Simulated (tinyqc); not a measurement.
From results back to parameters: Wannier exciton and Elliott formula. Two cases, with inputs chosen for the exercise.

Problem. Bulk exciton lines lie at Eg - Ry*/n^2 with Ry* = Ry mu/eps^2. Lines n = 1 and 2 were computed from hidden Eg and mu.

Constants: Ry = 13.60569312 eV; a0 (Bohr radius) = 0.5291772105 angstrom.
Find: Ry*; Eg; mu; a* = a0 eps/mu.

Method. The spacing is Ry* (1/1 - 1/4).

Case 1.

Values chosen (out of a larger set: near those of InP; not measured data): eps = 12.1 (dielectric constant).

lines (eV): 1.438572  1.442643

Solution.

Ry* = 5.43 meV
Eg = 1.4440 eV
mu = 0.058 m0
a* = a0 eps/mu = 110 angstrom

Case 2.

Values chosen (out of a larger set: near those of CdTe; not measured data): eps = 10.1 (dielectric constant).

lines (eV): 1.556200  1.563550

Solution.

Ry* = 9.80 meV
Eg = 1.5660 eV
mu = 0.073 m0
a* = a0 eps/mu = 73 angstrom

Computed by tinyqc, one run a case: `OMP_NUM_THREADS=1 python tinyqc.py N N+1 out.jsonl` with N = 1251902, 1252317; one thread of a shared Intel(R) Xeon(R) Processor @ 2.30GHz, about 0.01 s a run at most.
